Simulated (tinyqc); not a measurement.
Thermal, flicker and telegraph noise of a field-effect transistor: one step, computed by the program tinyqc.

Strong inversion, threshold roll-off and channel-length modulation left out; noise sources are uncorrelated and are given as one-sided spectral densities. The drain voltage is 50 mV.

Problem. Operating point. C_ox = 3.9 eps_0/t; I = mu C_ox (W/L) V_ov V_D; g_m = I/V_ov; g_d0 = I/V_D.

Inputs (values chosen for the exercise, modelled on a silicon n-channel):
```
quantity,value,unit
width W,0.45,micrometre
length L,60,nm
electrical oxide thickness t,2.5,nm
mobility mu,200,cm^2/(V s)
overdrive V_ov,0.51,V
```

Operating region: linear. Flicker model: number with correlated mobility.

Constants: eps_0 = 8.8541878128e-12 F/m.

Give: C_ox; drain current I; g_m; g_d0.

Solution.

C_ox = 1.381 microfarad/cm^2

drain current I = 52.83 microampere

g_m = 103.6 microsiemens

g_d0 = 1057 microsiemens
